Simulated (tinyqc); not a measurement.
Read current of a NAND string, cells in series solved by shooting: read current against the number of cells.

Cells in series, numbered from 0 at the source line (0 V) to the bit line, each followed by a gap resistance Rg. A cell with gate Vg, threshold VT, source Vs and drain Vd passes I = 2 nf K Vt^2 [F(Vs) - F(Vd)]/(1 + th max(Vg - VT, 0)), F(V) = ln^2(1 + exp((Vg - VT - nf V)/(2 nf Vt))). The selected cell has Vg = Vr, the others Vg = Vp.

For a trial current I start at 0 V and, cell by cell, solve for the drain: sqrt(F(Vd)) = sqrt(F(Vs) - I/k), k = 2 nf K Vt^2/(1 + th max(Vg - VT, 0)), Vd = [Vg - VT - 2 nf Vt ln(exp(sqrt F) - 1)]/nf, then add I Rg. The string current is the I for which the last node reaches Vbl. The apparent threshold is the Vr at which I = Is. Background: all other cells erased (VT = Ve) or all in the highest state (VT = Vh); ratio and shift are high over erased and high minus erased. The selected cell is in the middle, cell n/2.

Inputs (values chosen for the exercise); values of the order met in vertical NAND strings:

| symbol | value | unit | meaning |
|---|---|---|---|
| T | 358 | K | temperature |
| K | 25 | uA/V^2 | gain factor of a cell |
| nf | 1.6 |  | slope factor |
| th | 0.09 | 1/V | mobility reduction factor |
| Rg | 28 | kohm | resistance of the gap between cells |
| Vbl | 0.5 | V | bit-line voltage |
| Vp | 5.7 | V | pass voltage |
| Ve | -2.3 | V | threshold of an erased cell |
| Vh | 3.4 | V | threshold of the highest state |
| Vx | 0.5 | V | threshold of the selected cell |
| Is | 10 | nA | sensing current |
| Vr | 1.8 | V | read voltage on the selected word line |

Constants: q = 1.602176634e-19 C, kB = 1.380649e-23 J/K, Vt = kB T/q. Results are converted to the units shown.

Read current against the number of cells:
```
n	I, others erased (uA)	I, others high (uA)	ratio	apparent VT, erased (V)	apparent VT, high (V)	background shift (mV)
8	1.483	1.110	0.7485	0.4206	0.4214	0.7938
16	0.7894	0.5689	0.7206	0.4229	0.4245	1.589
32	0.4078	0.2879	0.7061	0.4276	0.4308	3.185
64	0.2073	0.1448	0.6987	0.4370	0.4434	6.397
96	0.1390	0.09676	0.6963	0.4463	0.4560	9.637
128	0.1045	0.07264	0.6950	0.4557	0.4686	12.90
192	0.06988	0.04848	0.6938	0.4745	0.4940	19.53
```

Read the table: what changes, and by how much?

With erased neighbours the current falls from 1.48 to 0.0699 uA, as n^(-0.91) between the first two rows and n^(-0.99) between the last two (-1 once the series resistance rules). The ratio falls from 0.748 to 0.694 and the background shift rises from 0.794 to 19.5 mV.

Numbers from tinyqc (`OMP_NUM_THREADS=1 python tinyqc.py 2142206 2142207 out.jsonl`; about 0.5 s on one thread of a shared Intel Xeon 2.30GHz).
